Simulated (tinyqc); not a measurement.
Inside a calculation. Model: one anharmonic mode: perturbation theory, self-consistent phonons and exact levels. Computed by tinyqc, a small Python program that keeps every step. Command: `OMP_NUM_THREADS=1 python tinyqc.py 3027309 3027310 out.jsonl scp walk`. One thread of a shared host (Intel(R) Xeon(R) Processor @ 2.30GHz), about 0.03 s of CPU time with the checks. Intermediate numbers are printed to about 6 digits and carried at full precision; extremes and crossings named in words are read from the listed rows.

V(x) = k x^2/2 + b x^4 for one coordinate x of mass M. A constant K > 0 gives hbar Omega = sqrt((hbar^2/u) K/M) with K in eV/angstrom^2 and M in u.

Inputs (values chosen for the exercise, for a model mode):
```
quantity                          value           unit
mode mass M                        34.5              u
harmonic constant k                2.73  eV/angstrom^2
quartic constant b                 3.53  eV/angstrom^4
temperature T                        97              K
mixing                              0.7              -
basis size N of the small matrix      5              -
```

Shape: single well.

Constants: hbar^2/u = 4.18015928e-03 eV angstrom^2; k_B = 8.617333262e-05 eV/K.

## Harmonic values and first-order shift

<x^2> = (hbar Omega/(2K)) coth(hbar Omega/(2 k_B T)) at K = k; first order in b shifts the quantum by 6 b <x^2> hbar Omega/k.

harmonic quantum = 18.1873 meV

harmonic <x^2> = 0.00418408 angstrom^2

first-order shift = 0.590380 meV

## Self-consistent cycle

Self-consistent phonon, centred at x = 0: K = k + 12 b <x^2>, <x^2> = (hbar Omega/(2K)) coth(hbar Omega/(2 k_B T)). Start at K = |k|; K(new) = K + mixing x (K_out - K), but at least K/20; stop when |K_out - K| < 1e-9 |k| or after 90 steps.

Iterations:
```
step  K (eV/angstrom^2)  hbar Omega (meV)    K_out    K_out - K
0               2.73000           18.1873  2.90724  1.77238e-01
1               2.85407           18.5960  2.90145  4.73855e-02
2               2.88724           18.7037  2.89999  1.27511e-02
3               2.89616           18.7326  2.89960  3.43682e-03
4               2.89857           18.7404  2.89949  9.26729e-04
5               2.89922           18.7425  2.89947  2.49919e-04
6               2.89939           18.7431  2.89946  6.73999e-05
7               2.89944           18.7432  2.89946  1.81770e-05
8               2.89945           18.7432  2.89946  4.90216e-06
9               2.89945           18.7433  2.89946  1.32206e-06
10              2.89946           18.7433  2.89946  3.56548e-07
11              2.89946           18.7433  2.89946  9.61574e-08
12              2.89946           18.7433  2.89946  2.59327e-08
13              2.89946           18.7433  2.89946  6.99379e-09
14              2.89946           18.7433  2.89946  1.88616e-09
```

converged (1 yes, 0 no) = 1

self-consistent K = 2.89946 eV/angstrom^2

Converged at step 14.

## Self-consistent results

Its free energy is F = k_B T ln[2 sinh(hbar Omega/(2 k_B T))] + (k - K)<x^2>/2 + 3 b <x^2>^2, an upper bound to the exact one.

self-consistent quantum = 18.7433 meV

self-consistent <x^2> = 0.00400038 angstrom^2

self-consistent free energy = 8.26359 meV

## Hamiltonian in a small basis

Basis: oscillator states n of the constant |k|, with x = s (a + a+), s^2 = hbar Omega/(2|k|); H = hbar Omega (n + 1/2) + (k - |k|) x^2/2 + b x^4, with exact matrix elements of x^2 and x^4.

H (meV), lower triangle (symmetric):
```
        1        2        3        4        5
1  9.2112
2  0.0000  27.8685
3  0.3323   0.0000  46.9958
4  0.0000   0.9594   0.0000  66.5931
5  0.1919   0.0000   1.8995   0.0000  86.6604
```

## Levels in the small basis

Diagonalise H.

levels (meV): 9.2078  27.8447  46.9078  66.6169  86.7518

## Exact levels and averages

Exact values use 120 basis states: F = -k_B T ln sum exp(-E_n/(k_B T)), and <x^2> is the Boltzmann mean.

lowest exact levels (meV): 9.208  27.843  46.904  66.367  86.209  106.412

E_1 - E_0 = 18.6353 meV

exact free energy = 8.26223 meV

exact <x^2> = 0.00400360 angstrom^2

The self-consistent free energy lies 0.001 meV above the exact one, and its <x^2> is -0.1 % off. The small basis misses E_0 by 2.51e-06 meV.

## Three descriptions against temperature

The classical <x^2> is int x^2 exp(-V/(k_B T)) dx / int exp(-V/(k_B T)) dx (2001 points over six exact widths each way).

Results; columns: (1) T (K); (2) hbar Omega, self-consistent (meV); (3) <x^2>, self-consistent; (4) <x^2>, exact; (5) F, self-consistent (meV); (6) F, exact (meV); (7) <x^2>, classical:
```
(1)      (2)         (3)         (4)       (5)       (6)          (7)
11   18.6402  0.00325007  0.00325079   9.20826   9.20783  3.45374e-04
25   18.6404  0.00325117  0.00325190   9.20789   9.20745  7.79771e-04
53   18.6552  0.00335864  0.00335966   9.13062   9.13009   0.00163226
95   18.7381  0.00396257  0.00396564   8.32769   8.32639   0.00287382
170  18.9620  0.00560732  0.00562043   4.45583   4.45031   0.00499461
300  19.3796  0.00872717  0.00877844  -7.65371  -7.67740   0.00843227
510  20.0060   0.0135334   0.0136953  -36.1476  -36.2325    0.0135015
840  20.8562   0.0203024   0.0207236  -94.1884  -94.4455    0.0206134
```

The self-consistent quantum hardens from 18.64 to 20.86 meV, since a wider spread samples the steep quartic walls. Its <x^2> misses by 0.0 % at the lowest T and -2.0 % at the highest; the excess in F runs from 0.000 to 0.257 meV. The classical value is 0.11 of the exact one at the lowest T and 0.995 at the highest.

Checks made by the program: dF/dK = 0 at the solution (relative difference below 1e-10).
